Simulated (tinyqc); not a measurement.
Where the concentration falls to given levels: concentration-dependent dopant diffusion with charged defects and the built-in field. Computed by tinyqc, a small Python program. Command: `OMP_NUM_THREADS=1 python tinyqc.py 3018407 3018408 out.jsonl extrinsic walk`. One thread of a shared host (Intel(R) Xeon(R) Processor @ 2.30GHz), about 0.1 s of CPU time with the checks.

A constant source C_s feeds a half space. The dopant moves through neutral point defects and through charged ones, whose number grows with the majority carrier density n.

Inputs (values chosen for the exercise, modelled on arsenic in silicon):
```
quantity                        value    unit
neutral prefactor D0x           0.012  cm^2/s
neutral activation energy E0     3.45      eV
singly charged prefactor D01     28.2  cm^2/s
activation energy E1             4.15      eV
surface concentration C_s     9.1e+18  1/cm^3
temperature T                    1050       C
time t                           1400       s
```

Field enhancement: on.

Constants: k_B = 8.617333262e-05 eV/K.

Method:
- n_i = 3.87e16 T^1.5 exp(-7014/T) per cm^3 (T in kelvin, an empirical form); each D = prefactor x exp(-E/(k_B T)); the intrinsic diffusivity D_i is their sum.
- Temperatures in kelvin are T(C) + 273.15.
- n = C/2 + sqrt(C^2/4 + n_i^2); D(C) = h [Dx + D1 (n/n_i)], h = 1 + C/sqrt(C^2 + 4 n_i^2).
- With y = x/sqrt(D_s t), u = C/C_s and q = -(D/D_s) du/dy: du/dy = -q D_s/D, dq/dy = -(y/2) q D_s/D, u(0) = 1. The surface flux q(0) is shot so that u tends to 0 (LSODA, an adaptive multistep solver, relative tolerance 1e-10). Dose Q = 2 q(0) C_s sqrt(D_s t).
- For comparison, erfc profiles with a constant D: x = 2 sqrt(D t) erfc^-1(C/C_s), with D = D_i and D = D_s.

partial diffusivities (cm^2/s): Dx 8.67746e-16, D1 4.39758e-15

n_i = 9.28828e+18 1/cm^3

surface diffusivity D_s = 1.14025e-14 cm^2/s

intrinsic diffusivity D_i = 5.26532e-15 cm^2/s

Depth (nm):
```
C/C_s       D/D_s    full  erfc with D_i  erfc with D_s
8.00e-01  0.87552   15.19           9.73          14.32
5.00e-01  0.70267   36.75          25.90          38.11
2.00e-01  0.55029   62.32          49.21          72.41
1.00e-01  0.50467   75.93          63.16          92.94
3.00e-02  0.47435   94.79          83.32         122.62
1.00e-02  0.46594  109.24          98.90         145.54
1.00e-03  0.46219  134.94         126.34         185.93
1.00e-04  0.46181  156.86         149.39         219.83
```

The depth between C/C_s = 0.1 and 1e-4 spans 80.9 nm in the full profile, against 86.2 nm for D_i and 127 nm for D_s; the ratio of the depths at 1e-4 and at 0.5 is 4.27, against 5.77 for any erfc. The profile is moderately steepened.
